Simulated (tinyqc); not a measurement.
# Inputs raised by 2 %, one at a time

Model: global model of a low-pressure process discharge: electron temperature, density, ion flux and ion energy. Computed by tinyqc, a small Python program. Command: `OMP_NUM_THREADS=1 python tinyqc.py 3113332 3113333 out.jsonl plasma sens`. One thread of a shared host (Intel(R) Xeon(R) Processor @ 2.30GHz), about 0.01 s of CPU time with the checks.

Maxwellian electrons with temperature T_e in eV, one positive ion, no negative ions, uniform bulk density n; rate constants have the Arrhenius form.

Inputs (values chosen for the exercise, of the order of those of an inductive discharge in a simple atomic gas):

| quantity | value | unit |
|---|---|---|
| ion mass M | 40 | u |
| ionisation prefactor K0 | 2.5e-14 | m^3/s |
| ionisation energy E_iz | 15.2 | eV |
| excitation prefactor X0 | 9.5e-15 | m^3/s |
| excitation energy E_ex | 10.3 | eV |
| elastic rate constant K_el | 8.1e-14 | m^3/s |
| ion-neutral cross section | 7.4e-19 | m^2 |
| pressure p | 4.3 | Pa |
| gas temperature T_g | 600 | K |
| radius R | 18 | cm |
| height L | 15 | cm |
| absorbed power P | 330 | W |
| bias power P_b | 34 | W |
| radius of the biased electrode | 10 | cm |
| bias frequency | 27 | MHz |

Constants: k_B = 1.380649e-23 J/K; e = 1.602176634e-19 C; u = 1.6605390666e-27 kg; m_0 = 9.1093837015e-31 kg; eps_0 = 8.8541878128e-12 F/m.

Method:
- n_g = p/(k_B T_g); lambda_i = 1/(n_g sigma); h_L = 0.86/sqrt(3 + L/(2 lambda_i)), h_R = 0.8/sqrt(4 + R/lambda_i); A_eff = 2 pi R^2 h_L + 2 pi R L h_R; d_eff = pi R^2 L/A_eff.
- Particle balance: K0 exp(-E_iz/T_e) n_g d_eff = u_B, u_B = sqrt(e T_e/M).
- Root found by bracketing.
- E_c = E_iz + (X0 exp(-E_ex/T_e) E_ex + K_el (3 m_0/M) T_e)/K_iz; wall potential V_s = (T_e/2) ln(M/(2 pi m_0)); E_T = E_c + 2 T_e + T_e/2 + V_s; n = P/(e u_B A_eff E_T); ion current density J = e h_L n u_B; ionised share n/n_g.
- All bias power goes to ions: V_b = P_b/(J pi r^2). Debye length at the sheath edge lambda_D = sqrt(eps_0 T_e/(e h_L n)); Child-law sheath s = (sqrt2/3) lambda_D (2 V/T_e)^(3/4), V = V_b + V_s; ion transit time tau_i = 3 s sqrt(M/(2 e V)); collisions in the sheath s/lambda_i.

Runs:

| input moved | from | to | T_e (eV) | plasma density n (1/cm^3) | ion current density J (mA/cm^2) | sheath width s (mm) |
|---|---|---|---|---|---|---|
| base run | - | - | 2.0109 | 2.6613e+11 | 1.4319 | 0.68772 |
| ion mass M (u) | 40 | 40.8 | 2.0081 | 2.6843e+11 | 1.4291 | 0.68594 |
| ionisation prefactor K0 (m^3/s) | 2.5e-14 | 2.55e-14 | 2.0052 | 2.6872e+11 | 1.4438 | 0.68095 |
| ionisation energy E_iz (eV) | 15.2 | 15.504 | 2.0540 | 2.4631e+11 | 1.3394 | 0.74481 |
| pressure p (Pa) | 4.3 | 4.386 | 2.0027 | 2.6767e+11 | 1.4244 | 0.69171 |
| height L (cm) | 15 | 15.3 | 2.0055 | 2.6532e+11 | 1.4129 | 0.69837 |
| absorbed power P (W) | 330 | 336.6 | 2.0109 | 2.7145e+11 | 1.4605 | 0.67202 |
| bias power P_b (W) | 34 | 34.68 | 2.0109 | 2.6613e+11 | 1.4319 | 0.69688 |

Exponents ln(y'/y) / ln(x'/x):

| input | T_e | plasma density n | ion current density J | sheath width s |
|---|---|---|---|---|
| ion mass M | -0.071 | 0.436 | -0.099 | -0.131 |
| ionisation prefactor K0 | -0.141 | 0.489 | 0.418 | -0.500 |
| ionisation energy E_iz | 1.071 | -3.907 | -3.371 | 4.027 |
| pressure p | -0.206 | 0.291 | -0.265 | 0.292 |
| height L | -0.135 | -0.153 | -0.674 | 0.776 |
| absorbed power P | 0.000 | 1.000 | 1.000 | -1.166 |
| bias power P_b | 0.000 | 0.000 | 0.000 | 0.668 |

Which inputs matter most for each result?

Among the inputs moved here: T_e answers most in size to ionisation energy E_iz (exponent +1.071), next to pressure p (-0.206); its exponent is below 0.0005 for absorbed power P, bias power P_b. Its exponent 0.000 in absorbed power P: T_e follows from the particle balance. Plasma density n answers most in size to ionisation energy E_iz (exponent -3.907), next to absorbed power P (+1.000); its exponent is below 0.0005 for bias power P_b. Its exponent +1.000 in absorbed power P: the power balance is linear in n. ion current density J answers most in size to ionisation energy E_iz (exponent -3.371), next to absorbed power P (+1.000); its exponent is below 0.0005 for bias power P_b. Sheath width s answers most in size to ionisation energy E_iz (exponent +4.027), next to absorbed power P (-1.166).

Caution (all rows): at so short an ion path the formulas for h_L and h_R give way to the ambipolar-diffusion limit.
